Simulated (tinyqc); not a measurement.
A ladder of methods, and size consistency: correlation methods against full CI in the 6-31g basis, for H4, spin multiplicity 1. Computed by the program tinyqc with PySCF. 

Geometry (angstrom):
```
atom,x,y,z
H,0.0000,0.0000,0.0000
H,0.0000,0.0000,0.8000
H,0.0000,1.2200,0.0000
H,0.0000,1.2200,0.8000
```

RHF energy of one = -2.103869 hartree

All electrons correlated; +Q is the Davidson correction (1 - c0^2) E_corr. The last columns treat two copies 100 angstrom apart as one system. FCI is the lowest singlet.

Correlation energies (hartree):
```
method,E_corr of one,share of FCI (%),E_corr of two at 100 angstrom,two minus twice one (mhartree)
MP2,-0.04171,69.027,-0.08342,0.000
CISD,-0.05925,98.050,-0.11426,4.240
CISD+Q,-0.06156,101.870,-0.12206,1.048
CCSD,-0.06033,99.833,-0.12065,0.000
CCSD(T),-0.06039,99.947,-0.12079,0.000
FCI,-0.06043,100.000,-,-
```

MP2 recovers 69 %, CISD 98.1 % and CCSD 99.8 % of the FCI value (c0^2 = 0.961 in CISD). MP2 and coupled cluster are size consistent, so their last column vanishes; CISD loses 4.24 mhartree, since a double excitation on each copy is a quadruple of the pair, and the Davidson correction leaves +1.05.
